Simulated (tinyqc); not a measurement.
## Planar ballistic transistor, top-of-the-barrier model: effect of the insulator thickness

At the top of the source barrier, states moving towards the drain are filled by the source (Fermi level 0) and states moving back by the drain (Fermi level -q Vd); nothing scatters. U is the shift of the band edge there, set by the capacitances CG, CD and CS (the total) and by the charge. Parabolic two-dimensional band; the source is grounded.

N0 = gv m kB T/(pi hbar^2), CG = eps0 eox/tox, vT = sqrt(2 kB T/(pi m)), CS = CG/aG, n0 = n at U = 0 and Vd = 0. eta1 = -(E0 + U)/Vt, eta2 = eta1 - Vd/Vt, n = (N0/2)[F_0(eta1) + F_0(eta2)], F_0(x) = ln(1 + exp x). U = UL + q (n - n0)/CS with UL = -(aG Vg + aD Vd), energies in eV. I = q (N0/2) vT [F_(1/2)(eta1) - F_(1/2)(eta2)] per width, F_(1/2)(x) = (2/sqrt(pi)) int_0^infinity u^(1/2)/(1 + exp(u - x)) du. CQ = (q/Vt) dn/d(eta1). E0 is held fixed.

Values chosen for this exercise; mass and valleys close to those of indium arsenide:

| symbol | value | unit | meaning |
|---|---|---|---|
| T | 300 | K | temperature |
| m | 0.0313 | m0 | effective mass |
| gv | 1 |  | valley degeneracy |
| eox | 9 |  | relative permittivity of the gate insulator |
| aG | 0.76 |  | gate control CG/CS |
| aD | 0.044 |  | drain control CD/CS |
| E0 | 0.16 | eV | band edge at the barrier top above the source Fermi level at zero bias |
| Vg | 0.8 | V | gate voltage |
| Vd | 0.8 | V | drain voltage |

Constants: q = 1.602176634e-19 C, kB = 1.380649e-23 J/K, hbar = 1.054571817e-34 J s, m0 = 9.1093837015e-31 kg, Vt = kB T/q, eps0 = 8.8541878128e-14 F/cm where lengths are in cm. Results are converted to the units shown.

Effect of the insulator thickness:

| tox (nm) | eta1 | n (cm^-2) | I (uA/um) | mean velocity I/(q n) (cm/s) | CQ/CS |
|---|---|---|---|---|---|
| 0.5 | 17.80 | 3.009e12 | 4671 | 9.690e7 | 0.04995 |
| 0.74 | 17.40 | 2.942e12 | 4516 | 9.583e7 | 0.07392 |
| 1.1 | 16.84 | 2.846e12 | 4300 | 9.429e7 | 0.1099 |
| 1.6 | 16.12 | 2.724e12 | 4027 | 9.227e7 | 0.1598 |
| 2.4 | 15.08 | 2.548e12 | 3646 | 8.931e7 | 0.2397 |
| 3.6 | 13.75 | 2.324e12 | 3178 | 8.538e7 | 0.3596 |
| 5.4 | 12.14 | 2.052e12 | 2643 | 8.039e7 | 0.5394 |
| 8 | 10.39 | 1.756e12 | 2099 | 7.459e7 | 0.7991 |

What does the comparison show?

As tox goes from 0.5 to 8 nm, n falls from 3.01e12 to 1.76e12 cm^-2, the mean velocity falls from 9.69e7 to 7.46e7 cm/s and the current falls from 4670 to 2100 uA/um. CQ/CS goes from 0.050 to 0.80. Over the range the current goes as tox^(-0.29) on average. For tox = 0.5 to 5.4 nm the source Fermi level lies over 0.3 eV above the band edge, where a light band is no longer parabolic. For tox = 0.5 to 0.74 nm the insulator is under 1 nm thick, where gate tunnelling would matter.

Program tinyqc, `OMP_NUM_THREADS=1 python tinyqc.py 2400154 2400155 out.jsonl`; Intel Xeon 2.30GHz, shared host, one thread, about 0.02 s.
